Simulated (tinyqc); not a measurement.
Small-signal admittance of a forward-biased p+-n diode: one step of the calculation.

Holes injected into a neutral base of width wb with an ohmic contact at its end; low injection, p0 far above the equilibrium density. A small voltage v exp(i w t), w = 2 pi f, modulates the edge density by p0 v/Vt, and the small-signal density obeys Dp d2p/dx2 = (1/tau + i w) p.

Problem. The same by finite differences. 8 equal intervals, h = wb/8; u = small-signal density over its edge value, u_0 = 1, u_8 = 0; u_(i-1) + b u_i + u_(i+1) = 0 with b = -2 - h^2 (1/tau + i w)/Dp; Y = (q Dp p0/(Vt h)) (-b/2 - u_1), which includes the half box at the edge.

Values chosen for this exercise; permittivity close to that of silicon:
- T = 300 K (temperature)
- Dp = 6.1 cm^2/s (hole diffusion coefficient)
- tau = 7e-8 s (hole lifetime)
- wb = 21 um (width of the neutral base)
- p0 = 1.3e15 cm^-3 (excess hole density at the junction edge)
- f = 1.4e5 Hz (signal frequency)

Constants: q = 1.602176634e-19 C, kB = 1.380649e-23 J/K, Vt = kB T/q. Results are converted to the units shown.

Give: b; u; Y on the mesh.

Solution.

b = -2.1614-0.0099i
u, node 1 to 7: [0.66941-0.00791i, 0.44692-0.01044i, 0.29666-0.01021i, 0.19436-0.00869i, 0.12353-0.00663i, 0.07269-0.00442i, 0.03362-0.00220i]
Y on the mesh = 77.001+2.411i S/cm^2

Numbers from tinyqc (`OMP_NUM_THREADS=1 python tinyqc.py 2890162 2890163 out.jsonl`; about 0.01 s on one thread of a shared Intel Xeon 2.30GHz).
